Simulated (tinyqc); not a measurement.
Worked calculation: ROHF in the sto-6g basis, for BeH, spin multiplicity 2. One step of it, computed by the program tinyqc.

Problem. Iteration 3: Roothaan effective Fock matrix. With projectors Pc = D(beta) S, Po = (D(alpha) - D(beta)) S, Pv = 1 - D(alpha) S, the block xy is Px^T F Py; with Fc = (F(alpha) + F(beta))/2, the blocks are Fc for cc, oo, vv and cv, F(beta) for co and F(alpha) for ov.

F(alpha) (hartree), order 1Be 1s, 1Be 2s, 1Be 2px, 1Be 2py, 1Be 2pz, 2H 1s:
```
[[-4.573749, -1.239217, 0.000000, 0.000000, 0.001025, -0.167285],
 [-1.239217, -0.623709, 0.000000, 0.000000, 0.037665, -0.283840],
 [0.000000, 0.000000, 0.198778, 0.000000, 0.000000, 0.000000],
 [0.000000, 0.000000, 0.000000, 0.198778, 0.000000, 0.000000],
 [0.001025, 0.037665, 0.000000, 0.000000, -0.089889, -0.306272],
 [-0.167285, -0.283840, 0.000000, 0.000000, -0.306272, -0.256449]]
```

F(beta) (hartree), order 1Be 1s, 1Be 2s, 1Be 2px, 1Be 2py, 1Be 2pz, 2H 1s:
```
[[-4.544726, -1.234913, 0.000000, 0.000000, 0.001789, -0.162427],
 [-1.234913, -0.430994, 0.000000, 0.000000, -0.162143, -0.310599],
 [0.000000, 0.000000, 0.249262, 0.000000, 0.000000, 0.000000],
 [0.000000, 0.000000, 0.000000, 0.249262, 0.000000, 0.000000],
 [0.001789, -0.162143, 0.000000, 0.000000, 0.154325, -0.227658],
 [-0.162427, -0.310599, 0.000000, 0.000000, -0.227658, -0.133925]]
```

D(alpha) after iteration 2, order 1Be 1s, 1Be 2s, 1Be 2px, 1Be 2py, 1Be 2pz, 2H 1s:
```
[[1.063519, -0.247645, 0.000000, 0.000000, 0.061903, -0.022949],
 [-0.247645, 0.975778, 0.000000, 0.000000, -0.275515, 0.022545],
 [0.000000, 0.000000, 0.000000, 0.000000, 0.000000, 0.000000],
 [0.000000, 0.000000, 0.000000, 0.000000, 0.000000, 0.000000],
 [0.061903, -0.275515, 0.000000, 0.000000, 0.370117, 0.343411],
 [-0.022949, 0.022545, 0.000000, 0.000000, 0.343411, 0.419099]]
```

D(beta) after iteration 2, order 1Be 1s, 1Be 2s, 1Be 2px, 1Be 2py, 1Be 2pz, 2H 1s:
```
[[1.024927, -0.096484, 0.000000, 0.000000, -0.047372, -0.099123],
 [-0.096484, 0.383693, 0.000000, 0.000000, 0.152507, 0.320913],
 [0.000000, 0.000000, 0.000000, 0.000000, 0.000000, 0.000000],
 [0.000000, 0.000000, 0.000000, 0.000000, 0.000000, 0.000000],
 [-0.047372, 0.152507, 0.000000, 0.000000, 0.060698, 0.127719],
 [-0.099123, 0.320913, 0.000000, 0.000000, 0.127719, 0.268744]]
```

overlap S, order 1Be 1s, 1Be 2s, 1Be 2px, 1Be 2py, 1Be 2pz, 2H 1s:
```
[[1.000000, 0.254764, 0.000000, 0.000000, 0.000000, 0.033190],
 [0.254764, 1.000000, 0.000000, 0.000000, 0.000000, 0.330219],
 [0.000000, 0.000000, 1.000000, 0.000000, 0.000000, 0.000000],
 [0.000000, 0.000000, 0.000000, 1.000000, 0.000000, 0.000000],
 [0.000000, 0.000000, 0.000000, 0.000000, 1.000000, 0.413939],
 [0.033190, 0.330219, 0.000000, 0.000000, 0.413939, 1.000000]]
```

Give: effective F.

Solution.

effective F (hartree), order 1Be 1s, 1Be 2s, 1Be 2px, 1Be 2py, 1Be 2pz, 2H 1s:
```
[[-4.5592, -1.2371, 0.0000, 0.0000, 0.0009, -0.1650],
 [-1.2371, -0.5093, 0.0000, 0.0000, -0.0614, -0.3020],
 [0.0000, 0.0000, 0.2240, 0.0000, 0.0000, 0.0000],
 [0.0000, 0.0000, 0.0000, 0.2240, 0.0000, 0.0000],
 [0.0009, -0.0614, 0.0000, 0.0000, 0.0036, -0.2754],
 [-0.1650, -0.3020, 0.0000, 0.0000, -0.2754, -0.1962]]
```
